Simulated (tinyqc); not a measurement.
What moves the results: Shockley-Read-Hall recombination through one deep level. A value that a table varies takes the place of the one given here.

One level at Et with degeneracy 1: tn = 1/(sn vth Nt), tp = 1/(sp_ vth Nt), n1 = Nc exp((Et - Eg)/kT), p1 = Nv exp(-Et/kT), ni^2 = n1 p1. Equilibrium p0 = Nm, n0 = ni^2/Nm; n = n0 + dn, p = p0 + dn. U = (n p - ni^2)/(tp (n + n1) + tn (p + p1)), lifetime dn/U; emission rates en = sn vth n1, ep = sp_ vth p1.

Constants: kB = 8.617333262e-05 eV/K.

Parameters, chosen for this exercise (gap and densities of states near those of Si at this temperature; not measured data): E1 = 0.265 eV (level (0/-1) above Ev); E2 = 0.651 eV (level (-1/-2) above Ev); gm = 2 (degeneracy of the middle state, the others 1); T = 400 K; Eg = 1.1 eV (gap); Nc = 4.22e+19 1/cm^3 (conduction-band density of states); Nv = 1.74e+19 1/cm^3 (valence-band density of states); Nd = -2.7e+15 1/cm^3 (ionised shallow donors minus acceptors); Et = 0.651 eV (recombination level above Ev); Nt = 3.6e+15 1/cm^3 (defects); sn = 4.6e-14 cm^2 (electron capture cross-section); sp_ = 2.3e-15 cm^2 (hole capture cross-section); vth = 24000000 cm/s (thermal velocity, both carriers); Nm = 3.6e+16 1/cm^3 (equilibrium holes for the lifetime steps); dn = 3.9e+13 1/cm^3 (excess pairs).

## Charge state against the Fermi level (deep level with several charge states)

Energies from Ev. The defect has charge states 0, -1, -2 with weights 1, gm exp((EF - E1)/kT), exp((2 EF - E1 - E2)/kT); the shares are the weights over their sum. Boltzmann carriers: n = Nc exp((EF - Eg)/kT), p = Nv exp(-EF/kT). Neutrality: p - n + Nd + Nt <q> = 0.

Shares:
```
EF (eV)      0     -1     -2     <q>
0.066    0.994  0.006  0.000  -0.006
0.154    0.926  0.074  0.000  -0.074
0.242    0.494  0.506  0.000  -0.506
0.330    0.071  0.929  0.000  -0.930
0.418    0.006  0.994  0.001  -0.995
0.506    0.000  0.992  0.007  -1.007
0.594    0.000  0.913  0.087  -1.087
0.682    0.000  0.449  0.551  -1.551
0.770    0.000  0.060  0.940  -1.940
0.858    0.000  0.005  0.995  -1.995
0.946    0.000  0.000  1.000  -2.000
1.034    0.000  0.000  1.000  -2.000
```

Where the levels are several kT apart the middle state rules between about E1 - kT ln gm = 0.241 and E2 + kT ln gm = 0.675 eV; its largest share listed is 0.994. Each step spreads from 10 % to 90 % over 4.4 kT = 0.151 eV.

## Defects against doping (deep level with several charge states)

Nt takes the listed multiples of |Nd|; the resistivity uses mobilities of 1000 (electrons) and 300 (holes) cm^2/(V s), chosen for the exercise, and e = 1.602176634e-19 C.

Neutral state:
```
Nt/|Nd|  EF (eV)  n (1/cm^3)  p (1/cm^3)  rho (ohm cm)
0.01      0.3020    3.73e+09    2.72e+15          7.64
0.10      0.2995    3.47e+09    2.93e+15          7.11
0.30      0.2947    3.01e+09    3.37e+15          6.18
0.60      0.2888    2.54e+09    4.00e+15          5.21
0.90      0.2841    2.21e+09    4.59e+15          4.54
1.10      0.2813    2.04e+09    4.96e+15          4.19
1.50      0.2767    1.79e+09    5.69e+15          3.66
3.00      0.2646    1.26e+09    8.08e+15          2.58
10.00     0.2407    6.29e+08    1.61e+16          1.29
```

EF goes from 0.302 to 0.241 eV and the resistivity from 7.64 to 1.29 ohm cm, with a largest value of 7.64. The largest move of EF, -0.024 eV, comes between Nt/|Nd| = 3 and 10; the levels lie at 0.265 and 0.651 eV. A defect can take up to two electrons but give none, so it adds holes rather than removing them.

## Lifetime against injection

Recombination:
```
dn (1/cm^3)  lifetime (microsecond)  U (1/(cm^3 s))
1.0e+11                   0.0002646        3.78e+20
1.0e+12                   0.0002647        3.78e+21
1.0e+13                   0.0002660        3.76e+22
1.0e+14                   0.0002785        3.59e+23
1.0e+15                   0.0004003        2.50e+24
1.0e+16                    0.001356        7.38e+24
1.0e+17                    0.003955        2.53e+25
1.0e+18                    0.005109        1.96e+26
```

The lifetime rises from 0.0002646 to 0.005109 microsecond; tn + tp = 0.005284. At low injection it is tn (1 + p1/p0) + tp n1/p0 with n1/Nm = 0.0026 and p1/Nm = 3e-06: re-emission lengthens it to 1.05 times the minority capture time. Auger and radiative paths are left out; they cut in at the highest injections, and in a doped direct-gap crystal the radiative one counts at all injections. dn = dp neglects trapped charge, which matters where the traps hold a charge comparable with dn, at low injection and with very unequal cross sections.

## Where a level does most harm

Et takes the values listed; G = Nt en ep/(en + ep) in a depleted region; the lifetime is for dn = 1e11 1/cm^3.

Results:
```
Et (eV)  lifetime (microsecond)  G (1/(cm^3 s))
0.066                    0.0182        1.57e+16
0.154                   0.00165        2.02e+17
0.242                  0.000360        2.60e+18
0.330                  0.000260        3.33e+19
0.418                  0.000252        4.19e+20
0.506                  0.000252        1.15e+21
0.594                  0.000254        1.13e+20
0.682                  0.000284        8.83e+18
0.770                  0.000662        6.87e+17
0.858                   0.00552        5.35e+16
0.946                    0.0679        4.17e+15
1.034                     0.870        3.24e+14
```

Generation peaks where en = ep, at Eg/2 + (kT/2) ln(sp_ Nv/(sn Nc)) = 0.483 eV; the largest value listed is at 0.506 eV, and G falls by a decade for each 0.079 eV away from the peak. The lifetime is within a factor 2 of its minimum, 0.000252 microsecond, from 0.242 to 0.682 eV: recombination tolerates a wide range of Et, generation a narrow one.

## What moves lifetime and leakage

G = Nt en ep/(en + ep). Each row changes one parameter from the base and keeps the others.

Results:
```
case                  lifetime (microsecond)  G (1/(cm^3 s))
base                               0.0002700        2.17e+19
Et = 0.691 eV                      0.0002985        6.80e+18
sn = 9.2e-14 cm^2                  0.0001442        2.17e+19
sp_ = 4.6e-15 cm^2                 0.0002608        4.34e+19
Nt = 1.8e+15 1/cm^3                0.0005401        1.09e+19
Nm = 1.08e+17 1/cm^3               0.0002578        2.17e+19
dn = 1.17e+14 1/cm^3               0.0002809        2.17e+19
```

The largest shifts from the base row, up to three for each result and ties (the steps differ in size, so this ranks the rows, not the parameters). lifetime (microsecond): Nt +0.000270, sn -0.000126, Et +2.84e-05. G (1/(cm^3 s)): sp_ +2.17e+19, Et -1.49e+19, Nt -1.09e+19; unchanged at the printed digits by sn, Nm and dn.

(tinyqc, `OMP_NUM_THREADS=1 python tinyqc.py 1650607 1650608 out.jsonl`, Intel(R) Xeon(R) Processor @ 2.30GHz, 1 thread, shared host, about 0.01 s.)
